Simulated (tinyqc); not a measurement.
Doping from the body effect.

Inverse problem. The threshold of a long MOSFET, counted against the source, shifts by gamma (sqrt(2 phiF + Vsb) - sqrt(2 phiF)) with gamma = sqrt(2 eps0 eps_r q N)/Cox. Find 2 phiF, gamma and N from two shifts.

Inputs (values chosen for the exercise):
- eps_r = 11.7 (relative permittivity)

Constants: q = 1.602176634e-19 C, eps0 = 8.8541878128e-14 F/cm where lengths are in cm. Results are converted to the units shown.

|VT - VT(0)| at source-body biases 1.2 and 2.4 V (V): [0.029270981, 0.049509467]
Cox = 0.57552221 uF/cm^2

Answer. The ratio of the shifts depends on 2 phiF alone and rises steadily with it, so it fixes 2 phiF; either shift then gives gamma, and gamma gives N.

2 phiF = 0.616 V
gamma = 0.0520 V^0.5
N = 2.70e15 cm^-3

Computed by the program tinyqc: `OMP_NUM_THREADS=1 python tinyqc.py 2060055 2060056 out.jsonl`, one thread of a shared Intel Xeon 2.30GHz, about 0.01 s for the whole run.
